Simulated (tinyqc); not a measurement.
Four-point probe, van der Pauw, Hall and spreading-resistance readings of a semiconductor layer: one step, computed by the program tinyqc. Command: `OMP_NUM_THREADS=1 python tinyqc.py 3110518 3110519 out.jsonl probe walk`. One thread of a shared host (Intel(R) Xeon(R) Processor @ 2.30GHz), about 0.01 s of CPU time with the checks.

The layer is uniform and ohmic; contacts are points unless a radius is given.

Task: Hall reading. V_H = r_H I B/(e n t); apparent density n/r_H; Hall mobility r_H mu; Hall angle tan = r_H mu B (SI).

Inputs (values chosen for the exercise, modelled on p-type silicon):
```
quantity             value        unit
carrier density n  2.1e+14      1/cm^3
drift mobility mu      487  cm^2/(V s)
layer thickness t       70  micrometre
current I              0.6          mA
magnetic field B      0.49           T
Hall factor r_H       0.75           -
```

Backing of the layer: insulating.

Constants: e = 1.602176634e-19 C.

Give: Hall voltage; apparent density; Hall mobility; tangent of the Hall angle.

Result:

Hall voltage = 93.62 mV

apparent density = 2.80e+14 1/cm^3

Hall mobility = 365.25 cm^2/(V s)

tangent of the Hall angle = 0.01790
